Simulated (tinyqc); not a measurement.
Inside a calculation. Method: tight binding, honeycomb lattice. One step of it, computed by the program tinyqc.

Problem. Levels at k. Diagonalise the Hermitian matrix.

H(k) at k (eV):
```
                     A                    B
A             2.391252  -0.502299-0.462446i
B  -0.502299+0.462446i            -2.390941
```

Give: eigenvalues; weights |c|^2 of the basis functions.

Solution.

eigenvalues (eV): -2.487  2.487

weights |c|^2 of the basis functions:
```
   band 1  band 2
A   0.019   0.981
B   0.981   0.019
```
